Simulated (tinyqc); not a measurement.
## Trap density from the barrier height

Problem. In a partly depleted grain with all boundary traps filled, 2 N W = Qt and VB = q N W^2/(2 eps0 eps_r). Find Qt, W and the doping at which VB would equal Vt.

Values chosen for this exercise:
```
symbol,value,unit,meaning
T,350,K,temperature
eps_r,11.7,,relative permittivity
```

Constants: q = 1.602176634e-19 C, kB = 1.380649e-23 J/K, Vt = kB T/q, eps0 = 8.8541878128e-14 F/cm where lengths are in cm. Results are converted to the units shown.

doping = 3.1e17 cm^-3
barrier height = 0.15964822 V

Answer. Eliminating W gives VB = q Qt^2/(8 eps0 eps_r N), which falls as 1/N.

Qt = 1.60e12 cm^-2
W = 25.8 nm
doping for VB = Vt = 1.64e18 cm^-3

tinyqc, about 0.01 s, one thread, Intel Xeon 2.30GHz (shared host): `OMP_NUM_THREADS=1 python tinyqc.py 2830213 2830214 out.jsonl`
